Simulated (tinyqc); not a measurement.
# Magnetoresistance against angle

Conductance G = G0 (1 + P1 P2 cos(phi)) at low bias, phi the angle between the magnetisations, normalised to Rp = RA/area at phi = 0.

Parameters, values chosen for the exercise:
```
symbol  value      unit                                   meaning
Dm         24        nm                                  diameter
P1       0.58            spin polarisation of the reference layer
P2       0.62                 spin polarisation of the free layer
RA       12.1  ohm um^2   resistance-area product, parallel state
```

Result of one run:

| R (kohm) | R/Rp - 1 (%) | share of the full TMR (%) |
|---|---|---|
| 26.75 | 0 | 0 |

Which angle phi gave this result: 0, 70, 90 or 135 degree?

phi = 0 degree.

The whole series:

| phi (degree) | R (kohm) | R/Rp - 1 (%) | share of the full TMR (%) |
|---|---|---|---|
| 0 | 26.75 | 0 | 0 |
| 20 | 27.18 | 1.621 | 1.443 |
| 45 | 28.99 | 8.397 | 7.477 |
| 70 | 32.38 | 21.07 | 18.76 |
| 90 | 36.37 | 35.96 | 32.02 |
| 110 | 41.46 | 55.03 | 49.00 |
| 135 | 48.76 | 82.32 | 73.30 |
| 160 | 54.92 | 105.4 | 93.81 |
| 180 | 56.78 | 112.3 | 100.0 |

R rises from 26.7 to 56.8 kohm, TMR0 = 112 %. It is the conductance that follows cos(phi), so at 90 degrees R has covered only (1 - P1 P2)/2 = 32.0 % of its range.

Program tinyqc, `OMP_NUM_THREADS=1 python tinyqc.py 2450015 2450016 out.jsonl`; Intel Xeon 2.30GHz, shared host, one thread, about 0.01 s.
